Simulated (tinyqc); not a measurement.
What each parameter does: three-band (Emery) model of a CuO2 plane downfolded to one band.

Electron picture, d at 0 and the oxygen p orbitals at -D; sx = sin(kx a/2), sy = sin(ky a/2). H = [[0, 2 tpd sx, -2 tpd sy], [., -D, -4 tpp sx sy], [., ., -D]], real and symmetric. The top (antibonding) band crosses the Fermi level.

Inputs chosen for the exercise (out of a larger set: of the size used for cuprate planes; not measured data):
```
symbol  value  unit  meaning
D       2      eV    ed - ep
tpd     1.06   eV    d-p hopping
tpp     0.47   eV    p-p hopping
```

Top band at (1,1), (1,0) and (1/2,1/2) in pi/a, and its d weight at (1/2,1/2). Each row changes one parameter from the base and keeps the others.

Results:
```
case,"E(1,1) (eV)","E(1,0) (eV)","E(1/2,1/2) (eV)",d weight
base,2.9387,1.3440,1.6552,0.6213
D = 2.2 eV,2.8424,1.2884,1.5816,0.6424
tpd = 1.166 eV,3.2385,1.5374,1.8615,0.6108
tpp = 0.423 eV,2.8481,1.3440,1.6201,0.6313
```

The largest shifts from the base row, up to three for each result and ties (the steps differ in size, so this ranks the rows, not the parameters). E(1,1) (eV): tpd +0.2998, D -0.0963, tpp -0.0906. E(1,0) (eV): tpd +0.1934, D -0.0556; unchanged at the printed digits by tpp. E(1/2,1/2) (eV): tpd +0.2062, D -0.0736, tpp -0.0351. d weight: D +0.0212, tpd -0.0105, tpp +0.0100. At (1,0) sy = 0, so tpp does not enter.

tinyqc: `OMP_NUM_THREADS=1 python tinyqc.py 1482392 1482393 out.jsonl`; about 0.03 s, one thread, shared Intel(R) Xeon(R) Processor @ 2.30GHz.
